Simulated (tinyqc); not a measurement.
Inside a calculation. Model: an infinitely deep well in a field (quantum-confined Stark shift), Airy functions.

Computed by the program tinyqc: `OMP_NUM_THREADS=1 python tinyqc.py 2580030 2580031 out.jsonl`, one thread of a shared Intel Xeon 2.30GHz, about 0.02 s for the whole run. Printed values are rounded.

Hard walls at x = -L/2 and +L/2; between them U(x) = -F x (eV, zero at the centre). C = hbar^2/(2 m0), e = (C F^2/m1)^(1/3), z1 = (F L/2 - E)/e at the left wall and z2 = (-F L/2 - E)/e at the right wall. Levels are the roots of D(E) = Ai(z1) Bi(z2) - Ai(z2) Bi(z1).

Parameters, values chosen for the exercise: mass m1 = 0.066 m0; well width L = 9.8 nm; field F = 0.026 V/nm; level sought n = 2.

Constants: q = 1.602176634e-19 C, hbar = 1.054571817e-34 J s, m0 = 9.1093837015e-31 kg, hbar^2/(2 m0) = 0.0380998212 eV nm^2. Results are converted to the units shown.

## Level without field and second-order shift

E_n(0) = C (n pi/L)^2/m1; second-order shift m1 F^2 L^4 (1 - 15/(pi n)^2)/(48 C pi^2 n^2).

E_n(0) = 0.237294 eV
second-order shift = 3.53423 meV
F L/E_1(0) = 4.29510

## Step 1: secant step for the level

first trial energy = 0.2373 eV
second trial energy = 0.2343 eV

Secant step from the last two trial energies, E_a the older and E_b the newer: next = E_b - D(E_b) (E_b - E_a)/(D(E_b) - D(E_a)).

D(E_a) = 0.00791046
D(E_b) = 0.0156141
third trial energy = 0.240381 eV

## Step 2: secant step for the level

As before.

D(E_a) = 0.0156141
D(E_b) = 1.61408e-4
fourth trial energy = 0.240444 eV

## Course of the secant iteration

Stop when E changes by less than 1e-10 eV and the root is level n (n - 1 nodes between the walls). E_a and E_b start as the two trial energies.

Course of the iteration:
```
step	E (eV)	change (eV)
1	0.240381	6.08e-3
2	0.240444	6.35e-5
3	0.240445	1.37e-6
4	0.240445	3.21e-10
5	0.240445	1.47e-15
```

Converged in 5 steps to level 2.

## Stark shift

Exact shift E_n(F) - E_n(0), and the mean position <x> = -dE_n/dF. E_n(0) = C (n pi/L)^2/m1; second-order shift m1 F^2 L^4 (1 - 15/(pi n)^2)/(48 C pi^2 n^2).

E_n = 0.240445 eV
shift = 3.15153 meV
<x> = -0.21540 nm

The second-order estimate is 12 % above the exact shift in size.
